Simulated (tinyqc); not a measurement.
# Resonant-tunnelling diode, transfer matrices and Tsu-Esaki current: current against voltage

Emitter (band edge 0), barrier d1, well Lw, barrier d2, spacer ds, collector (edge -V). The bias drops linearly over these layers and none in the contacts; each layer is cut into ns equal slices, flat at the value of their centres. E is the energy of motion across the layers, C = hbar^2/(2 m0), psi and psi'/m are continuous. Transport is coherent, T(E) is taken as independent of the transverse momentum, and charge in the well is ignored.

For the pair (psi, psi'/m) a flat layer has M = [[cos kd, (m/k) sin kd], [-(k/m) sin kd, cos kd]] with k = sqrt(m (E - U)/C) above its edge U, and M = [[cosh Kd, (m/K) sinh Kd], [(K/m) sinh Kd, cosh Kd]] with K = sqrt(m (U - E)/C) below it. Later slices stand to the left. With M acting on (psi, psi'/m) and v = k/m in each lead, T(E) = 4 vL vR/[(vL vR M12 - M21)^2 + (vR M11 + vL M22)^2]. J = J0 times the integral over E > 0 of T(E) N(E), N = ln[(1 + exp((Ef - E)/Vt))/(1 + exp((Ef - V - E)/Vt))], J0 = q^2 mw m0 kB T/(2 pi^2 hbar^3) (times 1e-4 for A/cm^2 per eV). The integral is converged to the digits shown.

Values chosen for this exercise; masses and offsets of a made-up heterostructure: temperature T = 200 K; mass in the well, spacer and contacts mw = 0.31 m0; barrier height U1 = 0.83 eV; barrier mass m1 = 0.63 m0; emitter barrier d1 = 0.8 nm; well width Lw = 1 nm; collector barrier d2 = 0.8 nm; slices in each layer ns = 2; undoped spacer after the collector barrier ds = 2.9 nm; Fermi energy of both contacts above their band edges Ef = 0.19 eV.

Constants: q = 1.602176634e-19 C, kB = 1.380649e-23 J/K, hbar = 1.054571817e-34 J s, m0 = 9.1093837015e-31 kg, Vt = kB T/q, hbar^2/(2 m0) = 0.0380998212 eV nm^2. Results are converted to the units shown.

Current against voltage:
```
V (V),J (kA/cm^2)
0.122,23.14
0.319,223.2
0.517,1207
0.714,2580
0.912,3392
1.109,2743
1.306,149.7
1.504,90.53
1.701,84.03
1.898,97.89
2.096,127.3
```

Read the table: what changes, and by how much?

Among the rows the current peaks at 3390 kA/cm^2 at V = 0.912 V and falls to 84.0 kA/cm^2 at 1.701 V, a ratio of 40.4. At zero bias the resonance lies at 0.288 eV and the centre of the well takes the share 0.236 of the bias, so the level should reach the emitter band edge near V = 1.22 V; beyond that only the tail of the broadened level (width 6.32 meV at zero bias) and off-resonant tunnelling carry current. Without scattering and space charge the valley comes out far lower than in a real diode. The current rises again in the last rows. In 9 of the 11 rows the bias alone exceeds 0.4 V, so electrons enter the collector far above its band edge, where real bands are no longer parabolic.

Computed by the program tinyqc: `OMP_NUM_THREADS=1 python tinyqc.py 2600034 2600035 out.jsonl`, one thread of a shared Intel Xeon 2.30GHz, about 0.1 s for the whole run.
